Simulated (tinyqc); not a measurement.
Inside a calculation: BHZ model on a square lattice (one spin block). Values are carried at full precision from step to step, so a last printed digit may differ when a step is redone from the rounded ones.

h(k) = e0 + d.s with s the Pauli matrices in the basis (E, H), k in units of 1/a: dx = (A/a) sin kx, dy = (A/a) sin ky, dz = M - (2B/a^2)(2 - cos kx - cos ky), e0 = -(2D/a^2)(2 - cos kx - cos ky). The other spin block is h*(-k). For small k this is the continuum model with dz = M - B k^2.

Parameters, chosen for this exercise (of the size used for HgTe wells; the results hold for these values, not for the real material):
- A = 3.87 eV angstrom
- B = -61.9 eV angstrom^2
- D = -46.1 eV angstrom^2
- M = -0.0158 eV (mass term)
- a = 20 angstrom (grid spacing)
- k = (0.24, 0.55) 1/a (wave vector)
- nk = 32 (points along kx)

## One k point

Form e0, d and E = e0 -/+ |d|.

e0 = 40.600 meV

dx, dy, dz (meV): 45.995  101.140  38.715

levels (meV): -77.060  158.259

## Signs of dz at the four invariant points

dz = M, M - 4B/a^2 (twice), M - 8B/a^2 at (0,0), (pi,0), (0,pi), (pi,pi). The product of the signs is (-1)^nu. C = (s00 - s0p - sp0 + spp)/2 is the Chern number of the lower band of this block, in the sense Omega = curl of i<u|grad u>.

dz (meV): (0,0) -15.80, (pi,0) 603.20, (0,pi) 603.20, (pi,pi) 1222.20

nu (Z2 index) = 1
C = -1

M/B > 0: the bands are inverted at Gamma alone, a quantum spin Hall insulator.

## Wilson loop

For each ky: x = -(1/2 pi) arg of the product of <u_j|u_(j+1)> over nk points kx = 2 pi j/nk of the lower band, folded into (-1/2, 1/2]. x is the centre of the hybrid Wannier function; minus its winding over ky from -pi to pi (followed on 61 points) is C.

Centres:

| ky | x (a) |
|---|---|
| -3.142 | 0.0000 |
| -1.500 | 0.0171 |
| -0.700 | 0.0714 |
| -0.350 | 0.1483 |
| -0.150 | 0.2527 |
| 0.000 | 0.5000 |
| 0.150 | -0.2527 |
| 0.350 | -0.1483 |
| 0.700 | -0.0714 |
| 1.500 | -0.0171 |
| 3.142 | 0.0000 |

C from the winding = -1

The centre winds once across the cell, 70 % of the way within |ky| < 0.35; the other spin winds oppositely, so the pair switches partners.

## Edge state of the continuum model

At a hard wall the state is exp(-l1 y) - exp(-l2 y). At kx = 0: E = -D M/B, slope hbar v = A sqrt(1 - D^2/B^2), l = F -/+ sqrt(F^2 - M/B) with F = |A|/(2 sqrt(B^2 - D^2)); complex l means an oscillating tail. Penetration 1/Re(l1).

E at kx = 0 = 11.767 meV
hbar v = 2.5826 eV angstrom

l1, l2 (1/angstrom): 0.00281  0.09088

penetration = 356.0 angstrom

## Checks

- Chern number from the winding against the sign formula: both -1.0.

(tinyqc, `OMP_NUM_THREADS=1 python tinyqc.py 1480224 1480225 out.jsonl`, Intel(R) Xeon(R) Processor @ 2.30GHz, 1 thread, shared host, about 0.09 s.)
